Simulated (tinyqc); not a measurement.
# Thermal displacements in the Debye model: Debye-Waller factors, bond-length spread and the Lindemann rule, step by step

A worked calculation. Computed by tinyqc, a small Python program that keeps every step. Command: `OMP_NUM_THREADS=1 python tinyqc.py 3000549 3000550 out.jsonl debyewaller walk`. One thread of a shared host (Intel(R) Xeon(R) Processor @ 2.30GHz), about 0.01 s of CPU time with the checks. Intermediate numbers are printed to about 6 digits and carried at full precision; extremes and crossings named in words are read from the listed rows.

A Debye spectrum with three branches of one velocity, cut at k_B Theta; 4 atoms per cube, nearest neighbours at d = 0.707107 a.

Inputs (values chosen for the exercise, modelled on gold):

| quantity | value | unit |
|---|---|---|
| atomic mass M | 196.97 | u |
| Debye temperature Theta | 175 | K |
| lattice constant a | 4.078 | angstrom |
| temperature T | 600 | K |
| Lindemann ratio x_L | 0.11 | - |
| gamma-ray energy E | 14.4 | keV |
| photoelectron wave number k | 13 | 1/angstrom |

Structure: fcc.

reflection (h k l): 5  1  1

Constants: hbar^2/u = 4.18015928e-03 eV angstrom^2; k_B = 8.617333262e-05 eV/K; e = 1.602176634e-19 C; u = 1.6605390666e-27 kg; c = 299792458 m/s; hbar = 6.582119569e-16 eV s.

## Mean-square displacement

<u_x^2> = (3 hbar^2/(2 M k_B Theta)) int_0^1 s coth(s Theta/(2T)) ds (64 Gauss-Legendre points); it tends to 3 hbar^2/(4 M k_B Theta) at T = 0 and to 3 hbar^2 T/(M k_B Theta^2) at high T. B = 8 pi^2 <u_x^2>.

<u_x^2> = 0.0145091 angstrom^2

zero-point value = 0.00105546 angstrom^2

classical value = 0.0144749 angstrom^2

B factor = 1.14559 angstrom^2

The zero-point value is 7.3 % and the classical value 99.8 % of the full result; the two are limits, not parts that add.

## Loss of Bragg intensity

G = 2 pi sqrt(h^2 + k^2 + l^2)/a; the intensity is multiplied by exp(-2W), 2W = G^2 <u_x^2>; the loss goes into thermal diffuse scattering.

|G| = 8.00598 1/angstrom

2W = 0.929971

intensity factor exp(-2W) = 0.394565

## Recoil-free fraction

A nucleus of this mass is supposed to emit a gamma ray of the energy chosen: recoil energy E_R = E^2/(2 M c^2), wave number k_g = E/(hbar c), recoil-free fraction f = exp(-k_g^2 <u_x^2>).

recoil energy = 0.565086 meV

k_g = 7.29753 1/angstrom

recoil-free fraction f = 0.461780

E_R is 0.04 k_B Theta.

## Spread of the bond length

Correlated Debye model: sigma^2 = (3 hbar^2/(M k_B Theta)) int_0^1 s coth(s Theta/(2T)) [1 - sin(s q_D R)/(s q_D R)] ds for two atoms at distance R, q_D = (6 pi^2 n)^(1/3), n atoms per volume; uncorrelated motion would give 2 <u_x^2>. An EXAFS amplitude is damped by exp(-2 k^2 sigma^2).

sigma^2 of the nearest bond = 0.0178925 angstrom^2

correlation 1 - sigma^2/(2 <u_x^2>) = 0.383405

EXAFS damping = 0.00236339

Neighbours move partly together, which removes 38 % of the uncorrelated spread.

## Lindemann melting temperature

Melting is placed where sqrt(3 <u_x^2>) = x_L d; the classical form gives T_m = M k_B Theta^2 (x_L d)^2/(9 hbar^2).

Lindemann T_m = 1389.54 K

classical T_m = 1390.16 K

ratio sqrt(3 <u_x^2>)/d at T = 0.0723517

The rule is empirical: x_L is fitted within a family of like crystals, and T_m goes as its square.

## Displacements against temperature

The correlation is 1 - sigma^2/(2 <u_x^2>); exp(-2W) uses 2W = G^2 <u_x^2>.

Displacements (angstrom^2):

| T (K) | <u_x^2> | classical | sigma^2 at d | sigma^2 at 2d | exp(-2W) |
|---|---|---|---|---|---|
| 5.2 | 0.00106159 | 1.25449e-04 | 0.00181751 | 0.00201324 | 0.934220 |
| 18 | 0.00112891 | 4.34248e-04 | 0.00183378 | 0.00205775 | 0.930198 |
| 35 | 0.00132640 | 8.44371e-04 | 0.00196669 | 0.00230634 | 0.918497 |
| 61 | 0.00178371 | 0.00147162 | 0.00242009 | 0.00299266 | 0.891965 |
| 96 | 0.00252304 | 0.00231599 | 0.00325724 | 0.00415898 | 0.850683 |
| 140 | 0.00352184 | 0.00337748 | 0.00444227 | 0.00576012 | 0.797929 |
| 210 | 0.00516328 | 0.00506622 | 0.00642934 | 0.00840905 | 0.718245 |
| 320 | 0.00778390 | 0.00771996 | 0.00963240 | 0.0126515 | 0.607189 |
| 390 | 0.00946122 | 0.00940870 | 0.0116896 | 0.0153698 | 0.545298 |

The classical line is within 5 % from T = 140 K (T/Theta = 0.80) on. The correlation of nearest neighbours grows from 0.14 to 0.38, since thermal motion weights long waves, which move neighbours together, more than zero-point motion does; at 2d it ends at 0.19. The reflection keeps 93 % of its intensity at the lowest T and 55 % at the highest.

Checks made by the program: high-temperature series <u^2> = classical x (1 + (Theta/T)^2/36) at T = 5 Theta (relative difference 4e-07).
